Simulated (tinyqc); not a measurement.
# Short-channel transistor, virtual-source model with series resistance: effect of the apparent mobility on the on and off currents

The current per gate width is the charge at the top of the source barrier (the virtual source) times its velocity times a saturation function; al and be are fitting constants of the model. Units: I in uA/um, Rs in ohm um, so I Rs = 1e-6 I Rs in volts; Q in uC/cm^2, so I = 1e-4 Q vx0 Fsat with vx0 in cm/s.

Intrinsic voltages Vg' = Vgs - I Rs, Vd' = Vds - 2 I Rs. n = n0 + nd Vd', VT = VT0 - dl Vd', Ff = 1/(1 + exp((Vg' - VT + al Vt/2)/(al Vt))), Q = Cinv n Vt ln(1 + exp((Vg' - VT + al Vt Ff)/(n Vt))), Vdsat = (vx0 L/mu)(1 - Ff) + Vt Ff, Fsat = u/(1 + u^be)^(1/be) with u = Vd'/Vdsat, and I = Q vx0 Fsat per width. I is solved self-consistently. Ion is I at Vgs = Vds = 0.9 V, Ioff at Vgs = 0, Vds = 0.9 V, and Rlin = Vds/I at Vgs = 0.9 V, Vds = 0.05 V.

Inputs (values chosen for the exercise): temperature T = 350 K; inversion capacitance Cinv = 2.48 uF/cm^2; velocity at the virtual source vx0 = 3.21e7 cm/s; channel length L = 65 nm; threshold at zero drain voltage VT0 = 0.423 V; drain-induced barrier lowering dl = 0.179 V/V; subthreshold factor n0 = 1.54; growth of n with drain voltage nd = 0.05 1/V; threshold shift (in units of Vt) from weak to strong inversion al = 3.5; sharpness of saturation be = 1.6; series resistance of each contact Rs = 90 ohm um.

Constants: q = 1.602176634e-19 C, kB = 1.380649e-23 J/K, Vt = kB T/q. Results are converted to the units shown.

Results:

| mu (cm^2/(V s)) | Ion (uA/um) | Ioff (nA/um) | log10(Ion/Ioff) | Rlin (ohm um) |
|---|---|---|---|---|
| 50 | 764.3 | 8563 | 1.951 | 1262 |
| 85 | 1077 | 9557 | 2.052 | 819.9 |
| 140 | 1404 | 1.007e4 | 2.144 | 571.4 |
| 240 | 1755 | 1.036e4 | 2.229 | 410.5 |
| 410 | 2058 | 1.049e4 | 2.293 | 316.4 |
| 700 | 2286 | 1.055e4 | 2.336 | 260.7 |
| 2000 | 2512 | 1.060e4 | 2.375 | 208.7 |

Estimate the missing row, mu = 1200 cm^2/(V s).

Computed row:

| mu (cm^2/(V s)) | Ion (uA/um) | Ioff (nA/um) | log10(Ion/Ioff) | Rlin (ohm um) |
|---|---|---|---|---|
| 1200 | 2434 | 1.059e4 | 2.362 | 227.5 |

With this row back in the table: As mu goes from 50 to 2000 cm^2/(V s), Ion rises from 764 to 2510 uA/um, Ioff rises from 8560 to 10600 nA/um and Rlin falls from 1260 to 209 ohm um. Ion changes by a factor of 3.29 and Ioff by 1.24. In every row the off current passes 1 uA/um, so the device is hardly off at Vgs = 0.

Program tinyqc, `OMP_NUM_THREADS=1 python tinyqc.py 2380097 2380098 out.jsonl`; Intel Xeon 2.30GHz, shared host, one thread, about 0.01 s.
